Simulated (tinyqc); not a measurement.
Two-diode model of a solar cell: two steps of the calculation.

J is the current delivered and Vj = V + J Rs the junction voltage. J = X JL - J01 (exp(Vj/(n1 Vt)) - 1) - J02 (exp(Vj/(2 Vt)) - 1) - Vj/Rp. The photocurrent does not depend on voltage.

Parameters, values chosen for the exercise; values of the order met in cells of CIGS: temperature T = 273 K; photocurrent at one sun JL = 35.8 mA/cm^2; concentration X = 1 suns; saturation current of the first diode J01 = 1e-15 A/cm^2; ideality factor of the first diode n1 = 1; series resistance Rs = 0.18 ohm cm^2; shunt resistance Rp = 10000 ohm cm^2; incident power at one sun Pin = 100 mW/cm^2; saturation current of the second diode (ideality 2) J02 = 2e-9 A/cm^2.

Constants: q = 1.602176634e-19 C, kB = 1.380649e-23 J/K, Vt = kB T/q. Results are converted to the units shown.

Question 1. New Vj. Maximum power: dP/dVj = f = J (1 + 2 Rs G) - G Vj = 0. G = -dJ/dVj = J01 exp(Vj/(n1 Vt))/(n1 Vt) + J02 exp(Vj/(2 Vt))/(2 Vt) + 1/Rp. H = dG/dVj; f' = -2 G - 2 Rs G^2 + (2 Rs J - Vj) H; Vj(new) = Vj - f/f'.

Vj at the start = 0.65 V

Wanted: J; G; H; f; f'; Vj after iteration 1.

Answer 1.

J = 32.737 mA/cm^2
G = 0.085037 S/cm^2
H = 2.7076 S/(cm^2 V)
f = -21.535 mA/cm^2
f' = -1.9007 S/cm^2
Vj after iteration 1 = 0.63867 V

Question 2. Figures of merit. Jsc at V = 0, Voc at J = 0, the maximum power point where J (1 + 2 Rs G) = G Vj with G = -dJ/dVj; FF = Vmp Jmp/(Voc Jsc); efficiency Vmp Jmp/(X Pin). Empirical fill factor without parasitics FF0 = (v - ln(v + 0.72))/(v + 1), v = Voc/(n1 Vt).

Wanted: Jsc; Voc; Vmp; Jmp; FF; efficiency; FF0.

Answer 2.

Jsc = 35.80 mA/cm^2
Voc = 0.7263 V
Vmp = 0.6294 V
Jmp = 33.73 mA/cm^2
FF = 0.8165
efficiency = 21.23 %
FF0 = 0.8603

FF is 5.1 % below FF0. Removing one loss at a time changes the efficiency by: second diode +1.15, series resistance +0.21, shunt +0.04 points.

tinyqc, about 0.01 s, one thread, Intel Xeon 2.30GHz (shared host): `OMP_NUM_THREADS=1 python tinyqc.py 2280024 2280025 out.jsonl`
